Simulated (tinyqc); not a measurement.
Worked calculation: Pariser-Parr-Pople SCF with singles CI, for the molecule Nc1ccc(N)cc(=O)c1 (SMILES; centres numbered as the heavy atoms are written). Computed by tinyqc, a small Python program that keeps every step. Settings: charge = 0, gamma = Ohno, start = core, damping = 0.5, iteration cap = 55, excitations kept = 6. Command: `OMP_NUM_THREADS=1 python tinyqc.py 25224 25225 out.jsonl` (the two numbers bound the seeds that draw the settings). One thread of a shared host (Intel(R) Xeon(R) Processor @ 2.60GHz), about 0.01 s of CPU time with the checks.

Centres (angstrom, eV; a flat drawing with bonds scaled to 1.40 angstrom):
```
centre          x          y  core charge z          W   gamma_rr
1N      -2.938000  -0.838000              2  25.600000  16.800000
2C      -1.573000  -0.526000              1  11.160000  11.130000
3C      -0.700000  -1.621000              1  11.160000  11.130000
4C       0.700000  -1.621000              1  11.160000  11.130000
5C       1.573000  -0.526000              1  11.160000  11.130000
6N       2.938000  -0.838000              2  25.600000  16.800000
7C       1.261000   0.839000              1  11.160000  11.130000
8C       0.000000   1.446000              1  11.160000  11.130000
9O       0.000000   2.846000              1  17.700000  15.200000
10C     -1.261000   0.839000              1  11.160000  11.130000
```

Resonance integrals (eV):
```
i    j       beta
1    2  -2.240000
2    3  -2.390000
3    4  -2.390000
4    5  -2.390000
5    6  -2.240000
5    7  -2.390000
7    8  -2.390000
8    9  -2.510000
8   10  -2.390000
10   2  -2.390000
```

Stop when output and input P, before any damping, agree to 1e-7.

Course of the cycle:
```
iteration         E (eV)  largest |P(out) - P(in)|
1          -166.51737789                  1.34e+00
2          -174.43125924                  6.75e-01
3          -178.84517728                  3.43e-01
4          -181.22604921                  1.75e-01
5          -182.48924729                  8.92e-02
6          -183.15397586                  4.58e-02
7          -183.50242393                  2.90e-02
8          -183.68482380                  2.09e-02
9          -183.78032312                  1.53e-02
10         -183.83039616                  1.14e-02
11         -183.85671890                  8.60e-03
...                  ...                       ...
45         -183.88666379                  7.06e-06
46         -183.88666379                  5.83e-06
47         -183.88666379                  4.82e-06
48         -183.88666379                  3.98e-06
49         -183.88666379                  3.29e-06
50         -183.88666379                  2.71e-06
51         -183.88666379                  2.24e-06
52         -183.88666379                  1.85e-06
53         -183.88666379                  1.53e-06
54         -183.88666379                  1.26e-06
55         -183.88666379                  1.04e-06
```

Can the last value be used, and what does the course show?

Not by the stop rule, although the second column moves by less than 1e-07 over the last three steps. Not converged within 55 iterations: the residual falls steadily but slowly, by a factor of about 0.83 a step. Reruns (cap 100 unless said): damping 0: converged in 31 (E = -183.88666); the original settings with a cap of 400: converged in 68 (E = -183.88666).
